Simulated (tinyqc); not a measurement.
# Off-state leakage of single and stacked transistors: effects of single changes

n-channel devices of unit width. Subthreshold current I(Vg, Vs, Vd) = I0 (T/300 K)^0.5 exp[(Vg - Vs - VT(T) - gb (Vs - Vb) + dd (Vd - Vs))/(nf Vt)] (1 - exp(-(Vd - Vs)/Vt)), VT(T) = VT - cT (T - 300 K). Gate-edge tunnelling Ig (Vd/1 V) exp(ag (Vd - 1 V)), for a gate at 0 V, and band-to-band leakage Ab u exp(-Bb/u), u = Vd - Vb + 1 V, flow at a drain held at V; both are taken as independent of T. In a stack of off transistors (all gates at 0 V) the same subthreshold current passes through each.

Inputs (values chosen for the exercise); values of the order met in bulk silicon logic transistors:
- T = 398 K (temperature)
- V = 0.9 V (supply voltage)
- VT = 0.28 V (threshold at 300 K, zero drain and body bias)
- cT = 0.9 mV/K (fall of the threshold with temperature)
- I0 = 0.29 uA/um (current at threshold at 300 K)
- nf = 1.27 (slope factor)
- dd = 0.04 (drain-induced lowering per volt)
- gb = 0.22 (rise of the threshold per volt of source-body bias)
- Ig = 3e-6 uA/um (gate-edge tunnelling current at 1 V)
- ag = 3.8 1/V (exponential slope of the gate current)
- Ab = 200 uA/(um V) (prefactor of band-to-band leakage at the drain)
- Bb = 26 V (its exponential voltage)
- Vb = -0.6 V (body voltage)

Constants: q = 1.602176634e-19 C, kB = 1.380649e-23 J/K, Vt = kB T/q. Results are converted to the units shown.

Each table varies one quantity; the others keep the values above.

## Subthreshold current against the height of the stack

All n gates at 0 V, bottom source at 0 V, top drain at V; node voltages follow from equal currents.

Subthreshold current against the height of the stack:
columns A: n; B: I (nA/um); C: reduction factor; D: drain voltage of the bottom device (mV); E: source voltage of the top device (mV); F: voltage across the top device (V)
```
A         B       C       D       E        F
1   0.45104  1.0000  900.00       0  0.90000
2   0.14124  3.1934  40.138  40.138  0.85986
3  0.083671  5.3907  18.494  58.238  0.84176
4  0.059443  7.5878  12.127  70.056  0.82994
5  0.046096  9.7848  9.0366  78.846  0.82115
6  0.037645  11.982  7.2050  85.848  0.81415
```

The second transistor cuts the current by a factor of 3.19, the third by a further 1.69 and the sixth by 1.22. The top device keeps 90.5 % of the supply at n = 6, while the drain voltage of the bottom one falls to 0.210 Vt.

## Leakage components against the threshold

Same model as above.

One transistor with Vg = Vs = 0, Vd = V; stack factor I(one)/I(two in series).

The same in every row: gate edge (nA/um) = 0.001846; band-to-band (nA/um) = 15.22; stack factor = 3.193.

Result of one run:
```
VT (V)  subthreshold (nA/um)  total (nA/um)  largest part
0.6                 2.908e-4          15.22  band-to-band
```

What becomes of these results when the threshold at 300 K, zero drain and body bias VT is changed from 0.6 to 0.15 V, all else the same?

Result of the changed run:
```
VT (V)  subthreshold (nA/um)  total (nA/um)  largest part
0.15                   8.921          24.14  band-to-band
```

The whole series:
```
VT (V)  subthreshold (nA/um)  total (nA/um)  largest part
0.15                   8.921          24.14  band-to-band
0.2                    2.831          18.05  band-to-band
0.25                  0.8981          16.12  band-to-band
0.3                   0.2850          15.50  band-to-band
0.35                 0.09042          15.31  band-to-band
0.4                  0.02869          15.25  band-to-band
0.45                0.009103          15.23  band-to-band
0.5                 0.002888          15.22  band-to-band
0.55                9.165e-4          15.22  band-to-band
0.6                 2.908e-4          15.22  band-to-band
```

As VT goes from 0.15 to 0.6, the total leakage falls from 24.1 to 15.2 nA/um. The band-to-band part leads at VT = 0.15 and in all other rows. The reduction by a stack of two stays at 3.19, for the subthreshold part alone.

Program tinyqc, `OMP_NUM_THREADS=1 python tinyqc.py 2242090 2242091 out.jsonl`; Intel Xeon 2.30GHz, shared host, one thread, about 0.04 s.
